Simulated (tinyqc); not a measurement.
Inside a calculation: buckled dimers of a reconstructed (001) surface, two dangling bonds a dimer. Values are carried at full precision from step to step, so a last printed digit may differ when a step is redone from the rounded ones.

In a dimer one atom moves up by z and the other down by z; the dangling bond of the up atom (more s-like) falls by gm z and that of the down atom rises by gm z. With all dimers tilted alike: H(k) = [[-gm z - 2 ta cos k, -tp - 2 tx cos k], [., gm z - 2 ta cos k]], k along the row in 1/a. Two electrons a dimer fill the lowest N of the 2N levels on the mesh k_j = (j + 1/2) pi/N. Total energy a dimer: W(z) = (2/N) sum of the filled levels + kf z^2. Repulsion between electrons is left out.

Constants: kB = 8.617333262e-05 eV/K.

Values chosen for the exercise (of the size met on Si(001); shifted at random, so the results belong to these values and not to a real crystal): tp = 0.19 eV (pi coupling inside a dimer); ta = 0.07 eV (coupling between like atoms along the row); tx = 0.06 eV (diagonal coupling along the row); gm = 1.69 eV/angstrom (shift of a dangling bond with height); z = 0.26 angstrom (a trial buckling); k = 0.23 pi/a (wave vector along the row); kf = 7.2 eV/angstrom^2 (force constant of buckling); N = 8 (k points).

## One k point at the trial buckling

Form H, its levels and the weight of the lower one on the up atom, (1 + gm z/sqrt((gm z)^2 + h^2))/2 with h the off-diagonal element; k is given in pi/a.

H (eV):
```
           up     down
up    -0.5444  -0.2800
down  -0.2800   0.3344
```

levels (eV): -0.6261  0.4160

weight on the up atom = 0.9217

## The bands on the mesh

Both levels at each k_j for the trial z, and W(z).

Levels (eV):
```
j  k (pi/a)    lower   upper
0    0.0625  -0.6737  0.3991
1    0.1875  -0.6428  0.4099
2    0.3125  -0.5867  0.4311
3    0.4375  -0.5158  0.4612
4    0.5625  -0.4426  0.4972
5    0.6875  -0.3786  0.5342
6    0.8125  -0.3322  0.5650
7    0.9375  -0.3080  0.5826
```

band energy = -0.9701 eV
elastic energy = 0.4867 eV
W = -0.4834 eV

The lower band is full and the upper empty.

## An isolated dimer

For ta = tx = 0, W = -2 sqrt(tp^2 + (gm z)^2) + kf z^2. It buckles if gm^2/kf > tp; then sqrt(tp^2 + (gm z)^2) = gm^2/kf, the gap is twice that, and the gain is (gm^2/kf - tp)^2 kf/gm^2.

gm^2/kf = 0.3967 eV
buckling z = 0.2060 angstrom
gap = 0.7934 eV
gain = 0.1077 eV

The pi bond is too weak to resist: the dimer tilts and charge moves to the up atom.

## The row at its minimum

Minimise W over z from 0 to 1 angstrom. Gap: lowest upper level less highest lower level on 201 points from 0 to pi (negative: overlap). Charge moved to the up atom: the mean of gm z/sqrt((gm z)^2 + h^2) over the mesh, valid for a full lower band.

z = 0.2040 angstrom
gain over flat dimers = 0.1217 eV

gap (eV): flat 0.1000, at the minimum 0.5353

charge moved = 0.869 e

With these values the flat row already has a gap and buckling widens it; fuller one-electron models of Si(001) and Ge(001) find the flat dimers metallic. Per dimer, the gain is also the barrier for flipping the whole row together in this picture, 4.7 kT at 300 K.

## Checks

- Buckling of an isolated dimer from the formula against numerical minimisation: both 0.2060.

Program tinyqc; command `OMP_NUM_THREADS=1 python tinyqc.py 1482866 1482867 out.jsonl`; about 0.04 s on one thread of a shared Intel(R) Xeon(R) Processor @ 2.30GHz.
